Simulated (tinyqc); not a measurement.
# MOSFET in the linear regime without short-channel effects, parameter extraction from computed curves, step by step

Computed by the program tinyqc: `OMP_NUM_THREADS=1 python tinyqc.py 2210121 2210122 out.jsonl`, one thread of a shared Intel Xeon 2.30GHz, about 0.01 s for the whole run. Printed values are rounded.

Inversion charge Q = Cox n Vt W0(exp((Vg - VT)/(n Vt))), W0 the Lambert function and n = nf; u = Q/Cox; mobility mu = mu0/(1 + th1 u + th2 u^2); channel resistance Rch = (L - dL)/(W mu Q); Id = Vd/(Rch + Rsd/W). Cox = eps0 eox/tox. Small Vd, no channel-length or drain effects.

Inputs (values chosen for the exercise); channel values of the order met in silicon transistors:
- T = 400 K (temperature)
- eox = 3.9 (relative permittivity of the gate insulator (close to silicon dioxide))
- tox = 3.7 nm (insulator thickness)
- mu0 = 89 cm^2/(V s) (low-field mobility)
- th1 = 0.18 1/V (first mobility attenuation factor)
- th2 = 0.16 1/V^2 (second mobility attenuation factor)
- VT = 0.69 V (threshold voltage)
- nf = 1.05 (body factor)
- W = 10 um (gate width)
- L = 0.83 um (drawn gate length)
- dL = 0.014 um (drawn less effective length)
- Rsd = 510 ohm um (source plus drain resistance)
- Vd = 0.01 V (drain voltage)

Constants: q = 1.602176634e-19 C, kB = 1.380649e-23 J/K, Vt = kB T/q, eps0 = 8.8541878128e-14 F/cm where lengths are in cm. Results are converted to the units shown.

## Transfer curve

| point | Vg (V) |
|---|---|
| 0 | 0.49 |
| 1 | 0.59 |
| 2 | 0.69 |
| 3 | 0.79 |
| 4 | 0.89 |
| 5 | 0.99 |
| 6 | 1.09 |
| 7 | 1.19 |
| 8 | 1.29 |
| 9 | 1.39 |

u, mu, Rch and Id as defined.

| point | u (V) | mu (cm^2/(V s)) | Rch (ohm) | Id (uA) |
|---|---|---|---|---|
| 0 | 1.43551e-4 | 88.9977 | 6.84376e6 | 0.00146118 |
| 1 | 0.00215205 | 88.9655 | 4.56673e5 | 0.0218951 |
| 2 | 0.0205265 | 88.6664 | 48040.2 | 0.207938 |
| 3 | 0.0740771 | 87.7529 | 13450.3 | 0.740667 |
| 4 | 0.148826 | 86.3799 | 6801.21 | 1.45938 |
| 5 | 0.232656 | 84.7184 | 4435.95 | 2.22869 |
| 6 | 0.321006 | 82.8471 | 3287.67 | 2.99520 |
| 7 | 0.411975 | 80.8128 | 2626.20 | 3.73525 |
| 8 | 0.504633 | 78.6512 | 2202.91 | 4.43673 |
| 9 | 0.598461 | 76.3930 | 1912.45 | 5.09309 |

## Threshold and mobility at the peak transconductance

gm_i = (Id_(i+1) - Id_(i-1))/(Vg_(i+1) - Vg_(i-1)); at the point j of largest gm the tangent meets the axis at V_ext = Vg_j - Id_j/gm_j; field-effect mobility gm_j L/(W Cox Vd) with the drawn L.

| point | gm (uS) |
|---|---|
| 1 | 1.03239 |
| 2 | 3.59386 |
| 3 | 6.25722 |
| 4 | 7.44010 |
| 5 | 7.67910 |
| 6 | 7.53281 |
| 7 | 7.20762 |
| 8 | 6.78920 |

j = 5
V_ext = 0.699772 V
field-effect mobility = 68.2931 cm^2/(V s)

V_ext is 9.8 mV above the model VT, and the mobility so found is 25 % below mu0 L/(L - dL) = 90.5 cm^2/(V s), the value for the drawn L; attenuation, series resistance and the slow approach of Q to a straight line all lower the peak gm.

## The Y function

Y_i = Id_i/sqrt(gm_i). For Id = beta Vd x/(1 + th x), x = Vg - VT, Y = sqrt(beta Vd) x whatever th. Slope s from points 5 and 8; VT_Y = Vg - Y/s at point 8; beta = s^2/Vd; mobility beta L/(W Cox) with the drawn L; th* = (beta Vd x/Id - 1)/x at point 8.

| point | Y (uA^0.5 V^0.5) |
|---|---|
| 1 | 0.0215489 |
| 2 | 0.109687 |
| 3 | 0.296096 |
| 4 | 0.535032 |
| 5 | 0.804255 |
| 6 | 1.09131 |
| 7 | 1.39131 |
| 8 | 1.70276 |

s = 2.99501 uA^0.5 V^-0.5
VT_Y = 0.721469 V
beta = 897.011 uA/V^2
mobility from Y = 79.7745 cm^2/(V s)
th* = 0.262868 1/V

The mobility from Y is 12 % below mu0 L/(L - dL) = 90.5 cm^2/(V s), which it should reach in deep inversion when th2 = 0. th* compares with th1 + mu0 Cox Rsd/(L - dL) = 0.232 1/V, since series resistance enters like th1. The match is poor here: at these overdrives Q is not yet a straight line in Vg and th2 bends Y.
